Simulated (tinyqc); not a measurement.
A finite superlattice with mass mismatch, transfer matrices: two steps of the calculation.

One electron of energy E comes from the left lead (band edge 0); no transverse momentum. Parabolic bands, masses in units of m0, C = hbar^2/(2 m0); psi and psi'/m are continuous at every interface. N periods of a barrier d1 followed by a well Lw; the right lead equals the left one.

Values chosen for this exercise:

| symbol | value | unit | meaning |
|---|---|---|---|
| N | 6 |  | number of periods |

Task 1. Product of the matrices. The matrix of the later layer stands to the left: M = M_n ... M_2 M_1; det M = 1.

M of layer 1:
```
           1           2
1  1.2661531  0.16308538
2  3.6983314   1.2661531
```

M of layer 2:
```
             1             2
1  -0.57078062  -0.050007068
2    13.482284   -0.57078062
```

Wanted: M of one period.

Result 1.

M of one period:
```
          1         2
1  -0.90764  -0.15640
2    14.960    1.4761
```

Task 2. N periods by the Chebyshev identity. x = (M11 + M22)/2 of one period. For |x| < 1 the energy lies in a miniband and cos(th) = x; for |x| > 1 it lies in a gap and cosh(g) = |x|. M^N = U_(N-1)(x) M - U_(N-2)(x) 1, with U_n = sin((n + 1) th)/sin th in a band and sign(x)^n sinh((n + 1) g)/sinh g in a gap.

M of one period:
```
             1            2
1  -0.90763838  -0.15640258
2    14.959700    1.4760677
```

Give: x; th (rad); U_(N-1); U_(N-2); M^N.

Result 2.

x = 0.28421
th (rad) = 1.2826
U_(N-1) = 1.0300
U_(N-2) = 0.13507

M^N:
```
         1         2
1  -1.0699  -0.16109
2   15.408    1.3852
```

The energy lies in a miniband.

Range of the model: Masses are held fixed, although real bands cease to be parabolic a few tenths of an eV from their edges (inside a barrier too).

Numbers from tinyqc (`OMP_NUM_THREADS=1 python tinyqc.py 2560037 2560038 out.jsonl`; about 0.01 s on one thread of a shared Intel Xeon 2.30GHz).
